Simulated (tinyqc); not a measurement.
Internal photoemission over an interface barrier: two steps of the calculation.

Electrons are excited from the valence band of a semiconductor over the barrier Phi(F) = P0 - sqrt(q F/(4 pi eps0 ei)), whose top lies at xm = sqrt(q/(16 pi eps0 ei F)). The yield is Y = A (hv - Phi)^p exp(-xm/l), with A = 1 here.

Values chosen for this exercise; dielectric values close to those of aluminium oxide: barrier at zero field P0 = 4.21 eV; image-force permittivity ei = 3.38; scattering length in the image well l = 1.1 nm; field in the dielectric F = 2.1 MV/cm.

Constants: q = 1.602176634e-19 C, h = 6.62607015e-34 J s, c = 299792458 m/s, eps0 = 8.8541878128e-14 F/cm where lengths are in cm. Results are converted to the units shown.

Task 1. Barrier in the field. Lowering P0 - Phi, barrier, position of its top, scattering factor and threshold wavelength.

Find: lowering; Phi; xm; exp(-xm/l); threshold wavelength h c/(q Phi).

Result 1.

lowering = 299.1 meV
Phi = 3.911 eV
xm = 0.7122 nm
exp(-xm/l) = 0.5234
threshold wavelength h c/(q Phi) = 317.0 nm

Task 2. Threshold from a spectrum. The yields were made at this field with a scatter of 1 %. Fit Y^(1/n) on hv by least squares for n = 2 and n = 3; the zero of the line is the threshold.

```
point  hv (eV)         Y
0         4.06  0.001723
1         4.19   0.01148
2         4.32   0.03594
3         4.45   0.08055
4         4.58    0.1563
5         4.71      0.27
```

Wanted: Y^(1/2); Y^(1/3); threshold for n = 2; threshold for n = 3.

Result 2.

```
point  Y^(1/2)  Y^(1/3)
0      0.04151   0.1199
1       0.1071   0.2256
2       0.1896   0.3300
3       0.2838   0.4319
4       0.3953   0.5387
5       0.5196   0.6463
```

threshold for n = 2 = 4.037 eV
threshold for n = 3 = 3.912 eV

tinyqc, about 0.01 s, one thread, Intel Xeon 2.30GHz (shared host): `OMP_NUM_THREADS=1 python tinyqc.py 2410110 2410111 out.jsonl`
